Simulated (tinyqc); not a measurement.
sp3s* tight binding: sweeps and comparisons. A value that a table varies takes the place of the one given here.

sp3s* tight binding, nearest neighbours only: anion (a) at 0, cation (c) at a/4 (1,1,1), orbitals s, px, py, pz, s* on each; k in units of 2 pi/a. With phases e_j = exp(i (pi/2) k.n_j) for n = (1,1,1), (1,-1,-1), (-1,1,-1), (-1,-1,1): g0 = (e1+e2+e3+e4)/4, g1 = (e1+e2-e3-e4)/4, g2 = (e1-e2+e3-e4)/4, g3 = (e1-e2-e3+e4)/4. The diagonal holds the levels Esa, Epa, Exa (s*) and Esc, Epc, Exc. Anion-cation block: <sa|sc> = Vss g0; <sa|xc> = Vsapc g1; <xa|sc> = -Vscpa g1; <xa|xc> = Vxx g0; <xa|yc> = <ya|xc> = Vxy g3, <xa|zc> = <za|xc> = Vxy g2, <ya|zc> = <za|yc> = Vxy g1; <s*a|xc> = Vxapc g1; <xa|s*c> = -Vpaxc g1; y and z take g2 and g3 in place of g1; s-s* and s*-s* vanish.

Parameters, chosen for this exercise (near a published set for GaAs, fitted to gaps, whose masses and valley positions are rough; the results hold for these values, not for the real material):
- Esa = -8.343 eV (s level of the anion)
- Epa = 1.04 eV (p level of the anion)
- Esc = -2.656 eV (s level of the cation)
- Epc = 3.675 eV (p level of the cation)
- Exa = 8.585 eV (s* level of the anion)
- Exc = 6.753 eV (s* level of the cation)
- Vss = -6.446 eV (s-s)
- Vxx = 1.958 eV (px-px)
- Vxy = 5.073 eV (px-py)
- Vsapc = 4.478 eV (s anion, p cation)
- Vscpa = 5.785 eV (s cation, p anion)
- Vxapc = 4.843 eV (s* anion, p cation)
- Vpaxc = 4.804 eV (p anion, s* cation)
- eta = 2 (scaling exponent)
- D001 = 0.91 (ratio -ezz/exx)

## What the s* orbital does

The s* couplings Vxapc and Vpaxc are scaled by f; f = 0 is the plain sp3 model. Gaps from the top of the valence band at Gamma; the Delta value is the minimum on (x,0,0), 0.5 <= x <= 1.

Gaps (eV):
```
f      Gamma   Delta       L  x of the minimum
0.00  1.5483  4.0699  2.9114             0.500
0.25  1.5483  3.9473  2.8022             0.500
0.50  1.5483  3.6376  2.5144             0.500
0.75  1.5483  3.0534  2.1252             1.000
0.90  1.5483  2.4443  1.8696             1.000
1.00  1.5483  2.0325  1.6953             1.000
1.10  1.5483  1.6186  1.5195             1.000
```

What does this show, and why?

The gap at Gamma stays, since g1 to g3 vanish there. From f = 0 to 1 the s* levels lower the Delta value by 2.037 eV and L by 1.216 eV. For f = 0, 0.25 and 0.5 the least value lies at x = 0.5, the end of the range: any valley further out lies above that value until s* has lowered it enough. The lowest of the three is Gamma at both f = 0 and f = 1.

## Hydrostatic strain (sp3s* tight binding, strained)

Strain e moves each bond vector to d = (1 + e) d0 (no internal displacement for the diagonal strains used here) and k is given in fractions of the strained reciprocal cell, so the phases stay. Two-centre values Vss_sigma = Vss/4, Vsp_sigma = sqrt3 V/4 for each s-p and s*-p pair, Vpp_sigma = (Vxx + 2 Vxy)/4, Vpp_pi = (Vxx - Vxy)/4 are scaled by (d0/d)^eta and combined with the new direction cosines; the levels on the diagonal stay.

exx = eyy = ezz = e. Gaps as measured from the top of the valence band; the deformation potentials are (gap(0.01) - gap(-0.01))/0.06.

Gaps (eV):
```
e       Gamma   Delta       L  x of the minimum
-0.03  2.0235  2.0183  1.9211             1.000
-0.02  1.8597  2.0225  1.8433             1.000
-0.01  1.7013  2.0272  1.7680             1.000
0.00   1.5483  2.0325  1.6953             1.000
0.01   1.4004  2.0382  1.6251             1.000
0.02   1.2574  2.0443  1.5574             1.000
0.03   1.1190  2.0508  1.4921             1.000
```

gap deformation potentials (eV): Gamma -5.016, Delta 0.183, L -2.381

What does this show, and why?

Per unit of volume strain the gaps move by -5.02 (Gamma), +0.18 (Delta) and -2.38 eV (L). The lowest valley changes from L to Gamma between e = -0.02 and -0.01. These potentials follow from the one exponent eta, which fitted models replace by one for each integral; with it the sizes are rough, the sign for Delta can be wrong (in Si, Ge and the III-V crystals measured values are small and positive), and the pressures at which valleys cross, and which valley takes over, are rough too. A gap of zero, where one is listed, marks an s level that has sunk below the valence top.

## Biaxial strain splits the top of the valence band (sp3s* tight binding, strained)

No spin-orbit coupling; k = 0; exx = eyy = e, ezz = -D001 e. The four bonds keep equal lengths, and the sums over them give Vxx(e) for px and py and Vzz(e) for pz; each level is the lower root of [[Epa, V], [V, Epc]], and the s level the upper root of the s block. The shear potential b follows from E(x,y) - E(z) = 3 b (exx - ezz), taken as the slope between e = -0.005 and 0.005.

Couplings and levels at Gamma (eV):
```
e           ezz  Vxx(e)  Vzz(e)   E(x,y)     E(z)  E(x,y) - E(z) (meV)  upper s level
-0.020   0.0182  1.8533  2.2517   0.0836  -0.2514                335.0         1.6306
-0.010   0.0091  1.9066  2.1032   0.0399  -0.1242                164.2         1.5884
-0.005   0.0046  1.9326  2.0301   0.0186  -0.0627                 81.2         1.5672
0.005   -0.0046  1.9829  1.8867  -0.0232   0.0563                -79.5         1.5243
0.010   -0.0091  2.0074  1.8163  -0.0436   0.1137               -157.3         1.5027
0.020   -0.0182  2.0548  1.6782  -0.0834   0.2240               -307.3         1.4593
```

b = -2.806 eV

How do the results move?

Under tension in the plane (e > 0) the bonds tilt towards the plane, Vxx grows to 2.0074 and Vzz falls to 1.8163 eV at e = 0.01, and the pz state forms the top of the valence band, by 157.3 meV; under compression (e = -0.01) the px, py pair does, by 164.2 meV. The slope gives b = -2.81 eV, a rough value, since on-site strain terms are left out (measured values lie near -2 eV).

## What each parameter does

Gaps from the top of the valence band at Gamma; Delta is the minimum on (x,0,0), 0.5 <= x <= 1. Each row changes one parameter from the base and keeps the others.

Results:
```
case              Ev (eV)  gap Gamma (eV)  gap Delta (eV)  gap L (eV)
base              -0.0025          1.5483          2.0325      1.6953
Vss = -6.146 eV   -0.0025          1.2749          2.0325      1.6233
Epa = 0.84 eV     -0.1597          1.7056          2.1898      1.8345
Epc = 3.475 eV    -0.0482          1.5940          1.9622      1.6951
Vxapc = 4.543 eV  -0.0025          1.5483          2.2832      1.7617
Vxx = 1.658 eV     0.2398          1.3060          1.7902      1.4110
Vsapc = 4.678 eV  -0.0025          1.5483          2.1330      1.7576
```

What can be read from the table?

The largest shifts from the base row, up to three for each result and ties (the steps differ in size, so this ranks the rows, not the parameters). Ev (eV): Vxx +0.2423, Epa -0.1573, Epc -0.0457; unchanged at the printed digits by Vss, Vxapc and Vsapc. gap Gamma (eV): Vss -0.2734, Vxx -0.2423, Epa +0.1573; unchanged at the printed digits by Vxapc and Vsapc. gap Delta (eV): Vxapc +0.2507, Vxx -0.2423, Epa +0.1573; unchanged at the printed digits by Vss. gap L (eV): Vxx -0.2843, Epa +0.1392, Vss -0.0720. Vxapc and Vsapc cannot move Ev or the gap at Gamma, whose blocks do not hold them; s parameters never move Ev, and move the gap only where the lowest empty level at Gamma is s-like.

Computed by tinyqc, a small Python program: `OMP_NUM_THREADS=1 python tinyqc.py 1480302 1480303 out.jsonl` (the numbers bound the seed that draws the inputs); one thread of a shared host (Intel(R) Xeon(R) Processor @ 2.30GHz), about 0.1 s for the whole set of steps.
